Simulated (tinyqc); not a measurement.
Capillary instabilities by surface diffusion: grooving and agglomeration of films, edge retraction, wire break-up and smoothing of roughness: one step, computed by the program tinyqc. Command: `OMP_NUM_THREADS=1 python tinyqc.py 3030552 3030553 out.jsonl dewet walk`. One thread of a shared host (Intel(R) Xeon(R) Processor @ 2.30GHz), about 0.01 s of CPU time with the checks.

Isotropic surface energy; shapes change by surface diffusion alone.

Question. Break-up of a free wire. A wire with r + A cos(k z) has dA/dt = (B/r^4) (kr)^2 [1 - (kr)^2] A: unstable for wavelengths above 2 pi r, fastest at kr = 1/sqrt 2 with the rate B/(4 r^4); break-up time about (4 r^4/B) ln(r/A0); each wavelength makes a sphere of radius (3 r^2 lambda_m/4)^(1/3).

Inputs (values chosen for the exercise, for a model film):
```
quantity                    value  unit
temperature T                 863     K
time t                        490     s
wire radius r                  33    nm
initial ripple over radius   0.02     -
```

B = 12.05357 nm^4/s

Give: fastest wavelength; break-up time; radius of the spheres; t over the break-up time.

Answer.

fastest wavelength = 293.2 nm

break-up time = 1.540e+06 s

radius of the spheres = 62.10 nm

t over the break-up time = 3.183e-04

The wire survives t. Caution: faceting can stabilise wires along low-index directions.
